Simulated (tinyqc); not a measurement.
Monte Carlo simulation of one carrier in a uniform electric field: one step, computed by the program tinyqc.

The force e F acts along +z. Flights end at the constant total rate Gamma; the part of Gamma that the real rates do not fill is self-scattering, which leaves k unchanged. One valley, no impurities and no intervalley scattering.

Task: Scattering event 2. Kane band: hbar^2 k^2/(2 m) = E (1 + alpha E), speed v = hbar k/(m (1 + 2 alpha E)), states per spin, volume and energy g(E) = m k (1 + 2 alpha E)/(2 pi^2 hbar^2); overlap factors are set to 1. Masses are multiplied by m_0 and all formulas are in SI units. Phonon occupation N_q = 1/(exp(hbar w/(k_B T)) - 1). Acoustic deformation potential (elastic, equipartition, absorption and emission together): 1/tau = 2 pi k_B T D_A^2 g(E)/(hbar rho v_l^2). Polar optical, unscreened: W = e^2 w (1/eps_inf - 1/eps_s) m (1 + 2 alpha E') ln|(k + k')/(k - k')| / (4 pi eps_0 hbar^2 k), times N_q for absorption (E' = E + hbar w) and N_q + 1 for emission (E' = E - hbar w > 0), with alpha = 0 for a parabolic band; mean cosine of the angle <cos> = (k^2 + k'^2)/(2 k k') - 1/ln|(k + k')/(k - k')|. Choice: with cumulative rates in the order acoustic, absorption, emission, the process is the first whose sum exceeds r2 Gamma; if none, self-scattering. Final state: E' = E, E + hbar w or E - hbar w gives k'. Isotropic processes: cos(theta) = 1 - 2 r3 from the z axis, phi = 2 pi r4, k' (sin theta cos phi, sin theta sin phi, cos theta). Polar processes: cos(b) = [1 + xi - (1 + 2 xi)^r3]/xi, xi = 2 k k'/(k - k')^2, b from the old direction n; new direction cos b n + sin b (cos phi e1 + sin phi e2), e1 = (z x n)/|z x n|, e2 = n x e1. Use row 2 of the random numbers.

Inputs (values chosen for the exercise, modelled on GaSb):
```
quantity                              value    unit
effective mass m                     0.0396     m_0
non-parabolicity alpha                  1.2    1/eV
static permittivity eps_s              15.7       -
high-frequency permittivity eps_inf    14.4       -
density rho                            5610  kg/m^3
sound velocity v_l                     4180     m/s
acoustic deformation potential D_A      7.4      eV
optical phonon energy hbar w           30.2     meV
lattice temperature T                   300       K
```

Crystal: polar. Band: Kane.

k at the end of the flight (1/nm): -0.2410849  -0.1882651  0.1737003

Random numbers (0.02 to 0.98, from up to 60 sets tried for early real events), one row a flight:
```
       r1      r2      r3      r4
1  0.6439  0.4851  0.2424  0.3538
2  0.3592  0.2973  0.4112  0.9612
3  0.6111  0.1329  0.7636  0.1433
4  0.3563  0.9743  0.6166  0.4302
5  0.9322  0.3685  0.4046  0.9735
6  0.8024  0.5799  0.4535  0.5798
7  0.0723  0.8943  0.2742  0.8001
```

Gamma = 5.212285 1e12/s

Constants: hbar = 1.054571817e-34 J s; m_0 = 9.1093837015e-31 kg; e = 1.602176634e-19 C; k_B = 1.380649e-23 J/K; hbar = 6.582119569e-16 eV s; eps_0 = 8.8541878128e-12 F/m; k_B = 8.617333262e-05 eV/K.

Give: cumulative rates; r2 Gamma; process chosen; k after event 2, the start of the next flight.

Result:

cumulative rates (1e12/s): acoustic 0.256, absorption 1.146, emission 3.441

r2 Gamma = 1.550 1e12/s

Process chosen: emission

k after event 2, the start of the next flight (1/nm): -0.1140  -0.2493  0.1020
